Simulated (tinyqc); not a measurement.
What each parameter does: model-solid line-up of a strained alloy layer on a substrate.

All values of the alloy are linear in x but the gap, Eg(x) = (1 - x) Eg_A + x Eg_B - C x (1 - x), and the valence edge, Ev(x) = (1 - x) Ev_A + x Ev_B + fv C x (1 - x); Ec = Ev + Eg. Ev is the top of the unstrained valence band on a scale common to all materials. In the layer only the Gamma valley of the conduction band is followed, also where an X or L valley would lie lower.

Coherent growth on a (001) face: e_par = (a_s - a)/a, e_perp = -2 (C12/C11) e_par; exx = eyy = e_par, ezz = e_perp, no shear.

Strained edges: Ec + ac tr(e); the valence edges are Ev plus the levels of the 6 x 6 matrix of X, Y, Z times spin with -Dso/3 + l exx + m (eyy + ezz) on the diagonal (cyclic), n exy off it, l = av + 2 b, m = av - b, n = sqrt(3) d. Spin-orbit term (Dso/3) L.sigma on X, Y, Z with (L_k)_ij = -i epsilon_kij: <X+|H|Y+> = -i Dso/3, <X+|H|Z-> = Dso/3, <Y+|H|Z-> = -i Dso/3, <Z+|H|X-> = -Dso/3, <Z+|H|Y-> = i Dso/3, <X-|H|Y-> = i Dso/3, and their conjugates; + and - are the spin along z.

dEc = Ec(substrate) - Ec(layer), dEv = Ev(layer) - Ev(substrate); positive values confine the carrier in the layer. Type I: both of one sign; type II: opposite signs; type III: the gaps do not overlap.

Parameters, chosen for this exercise (A near AlAs, B near InAs, substrate near InAs; not measured data):
- a = (5.669, 6.049) angstrom (lattice constant of A, B)
- Eg = (3.094, 0.415) eV (gap at Gamma to the s-like level of A, B)
- Dso = (0.277, 0.39) eV (spin-orbit splitting of A, B)
- Ev = (-1.33, -0.59) eV (top of the unstrained valence band of A, B)
- ac = (-5.59, -5.07) eV (conduction deformation potential of A, B)
- av = (2.5, 0.99) eV (valence hydrostatic potential of A, B)
- b = (-2.3, -1.81) eV (tetragonal shear potential of A, B)
- d = (-3.4, -3.64) eV (trigonal shear potential of A, B)
- C11 = (125.4, 82.7) GPa (of A, B)
- C12 = (54.1, 44.7) GPa (of A, B)
- C44 = (54.4, 39.8) GPa (of A, B)
- C = 0.573 eV (bowing of the gap)
- fv = 0 (share of the bowing taken by the valence edge)
- a_s = 6.049 angstrom (substrate)
- Eg_s = 0.415 eV (lowest gap of the substrate)
- Ev_s = -0.59 eV (substrate valence edge)
- face = 001 (growth face)
- x = 0.63 (fraction of B)

Strained gap, valence splitting and offsets.

One parameter was then changed.

Results before and after:
```
case     gap (eV)  splitting (meV)  dEc (eV)  dEv (eV)
base       0.9766            224.2   -0.4559   -0.1057
changed    0.9766            224.2   -0.4059   -0.1557
```

Which of these changes was made? (a) C12 = (62.215, 51.405) GPa; (b) C = 0.673 eV; (c) b = (-2.645, -2.081) eV; (d) a_s = 6.069 angstrom; (e) Ev_s = -0.54 eV; (f) x = 0.65; (g) d = (-3.91, -4.186) eV; (h) fv = 0.2.

Answer: (e) Ev_s = -0.54 eV. Of the candidates, run in turn, only this one gives the changed row.

All candidates:
```
case                        gap (eV)  splitting (meV)  dEc (eV)  dEv (eV)
base                          0.9766            224.2   -0.4559   -0.1057
x = 0.65                      0.9461            209.7   -0.4282   -0.1029
a_s = 6.069 angstrom          0.9307            259.9   -0.4377   -0.0779
C = 0.673 eV                  0.9533            224.2   -0.4326   -0.1057
fv = 0.2                      0.9766            224.2   -0.4826   -0.0790
Ev_s = -0.54 eV               0.9766            224.2   -0.4059   -0.1557
b = (-2.645, -2.081) eV       0.9530            261.8   -0.4559   -0.0821
d = (-3.91, -4.186) eV        0.9766            224.2   -0.4559   -0.1057
C12 = (62.215, 51.405) GPa    0.9888            242.8   -0.4743   -0.0995
```

tinyqc: `OMP_NUM_THREADS=1 python tinyqc.py 1081174 1081175 out.jsonl`; about 0.02 s, one thread, shared Intel(R) Xeon(R) Processor @ 2.30GHz.
